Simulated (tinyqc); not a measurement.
Worked calculation: Pariser-Parr-Pople SCF with singles CI, for the molecule Clc1cccc2c1C=C2 (SMILES; centres numbered as the heavy atoms are written). One step of it, computed by the program tinyqc.

Question. Iteration 3: Fock matrix. F_rr = H_rr + P_rr gamma_rr / 2 + sum_(s != r) P_ss gamma_rs; F_rs = H_rs - P_rs gamma_rs / 2; E = tr P (H + F) / 2 + core repulsion sum_(r<s) z_r z_s gamma_rs.

P after iteration 2:
```
           1Cl         2C         3C         4C         5C         6C         7C         8C
1Cl   1.898058   0.270588  -0.067759  -0.067692   0.038272   0.034681  -0.206719  -0.080622
2C    0.270588   1.006085   0.521794  -0.002294  -0.185359  -0.003692   0.717455   0.013105
3C   -0.067759   0.521794   1.036557   0.756318  -0.025992  -0.349491  -0.011702   0.159452
4C   -0.067692  -0.002294   0.756318   0.987796   0.547992   0.024135  -0.319096  -0.022161
5C    0.038272  -0.185359  -0.025992   0.547992   1.018909   0.747492   0.017860  -0.320356
6C    0.034681  -0.003692  -0.349491   0.024135   0.747492   0.956949   0.517539   0.039612
7C   -0.206719   0.717455  -0.011702  -0.319096   0.017860   0.517539   1.062405   0.227521
8C   -0.080622   0.013105   0.159452  -0.022161  -0.320356   0.039612   0.227521   0.983966
9C    0.147256  -0.306975   0.011914   0.128979  -0.012871   0.208717  -0.071658   0.896141

            9C
1Cl   0.147256
2C   -0.306975
3C    0.011914
4C    0.128979
5C   -0.012871
6C    0.208717
7C   -0.071658
8C    0.896141
9C    1.049275
```

core matrix H (eV):
```
            1Cl          2C          3C          4C          5C          6C          7C          8C
1Cl  -53.816644   -1.590000    0.000000    0.000000    0.000000    0.000000    0.000000    0.000000
2C    -1.590000  -50.917879   -2.390000    0.000000    0.000000    0.000000   -2.390000    0.000000
3C     0.000000   -2.390000  -46.566978   -2.390000    0.000000    0.000000    0.000000    0.000000
4C     0.000000    0.000000   -2.390000  -44.488456   -2.390000    0.000000    0.000000    0.000000
5C     0.000000    0.000000    0.000000   -2.390000  -45.154460   -2.390000    0.000000    0.000000
6C     0.000000    0.000000    0.000000    0.000000   -2.390000  -48.736580   -2.390000    0.000000
7C     0.000000   -2.390000    0.000000    0.000000    0.000000   -2.390000  -50.817082   -2.390000
8C     0.000000    0.000000    0.000000    0.000000    0.000000    0.000000   -2.390000  -44.788336
9C     0.000000    0.000000    0.000000    0.000000    0.000000   -2.390000    0.000000   -2.390000

             9C
1Cl    0.000000
2C     0.000000
3C     0.000000
4C     0.000000
5C     0.000000
6C    -2.390000
7C     0.000000
8C    -2.390000
9C   -43.628163
```

repulsion gamma_rs (eV):
```
           1Cl         2C         3C         4C         5C         6C         7C         8C
1Cl  13.000000   5.551004   3.979339   2.939740   2.669645   2.939766   3.979488   3.168229
2C    5.551004  11.130000   5.345532   3.872054   3.517643   3.872195   5.346233   3.602214
3C    3.979339   5.345532  11.130000   5.344436   3.872195   3.517129   3.872238   2.813578
4C    2.939740   3.872054   5.344436  11.130000   5.346233   3.872238   3.517231   2.683442
5C    2.669645   3.517643   3.872195   5.346233  11.130000   5.345532   3.872054   3.100047
6C    2.939766   3.872195   3.517129   3.872238   5.345532  11.130000   5.344436   4.399289
7C    3.979488   5.346233   3.872238   3.517231   3.872054   5.344436  11.130000   5.347078
8C    3.168229   3.602214   2.813578   2.683442   3.100047   4.399289   5.347078  11.130000
9C    2.589432   3.100002   2.683192   2.813343   3.601466   5.346229   4.398836   5.346229

            9C
1Cl   2.589432
2C    3.100002
3C    2.683192
4C    2.813343
5C    3.601466
6C    5.346229
7C    4.398836
8C    5.346229
9C   11.130000
```

Centres (angstrom, eV; a flat drawing with bonds scaled to 1.40 angstrom):
```
centre          x          y  core charge z          W   gamma_rr
1Cl      1.589000   2.002000              2  26.000000  13.000000
2C       0.990000   0.736000              1  11.160000  11.130000
3C       1.787000  -0.415000              1  11.160000  11.130000
4C       1.188000  -1.681000              1  11.160000  11.130000
5C      -0.207000  -1.795000              1  11.160000  11.130000
6C      -1.004000  -0.644000              1  11.160000  11.130000
7C      -0.405000   0.622000              1  11.160000  11.130000
8C      -1.670000   1.220000              1  11.160000  11.130000
9C      -2.269000  -0.045000              1  11.160000  11.130000
```

Give: F; pi energy.

Answer.

F (eV):
```
         1Cl      2C      3C      4C      5C      6C      7C      8C
1Cl  -13.270  -2.341   0.135   0.099  -0.051  -0.051   0.411   0.128
2C    -2.341  -5.650  -3.785   0.004   0.326   0.007  -4.308  -0.024
3C     0.135  -3.785  -5.579  -4.411   0.050   0.615   0.023  -0.224
4C     0.099   0.004  -4.411  -5.494  -3.855  -0.047   0.561   0.030
5C    -0.051   0.326   0.050  -3.855  -5.525  -4.388  -0.035   0.497
6C    -0.051   0.007   0.615  -0.047  -4.388  -5.402  -3.773  -0.087
7C     0.411  -4.308   0.023   0.561  -0.035  -3.773  -5.548  -2.998
8C     0.128  -0.024  -0.224   0.030   0.497  -0.087  -2.998  -5.449
9C    -0.191   0.476  -0.016  -0.181   0.023  -2.948   0.158  -4.785

         9C
1Cl  -0.191
2C    0.476
3C   -0.016
4C   -0.181
5C    0.023
6C   -2.948
7C    0.158
8C   -4.785
9C   -5.475
```

pi energy = -140.916 eV
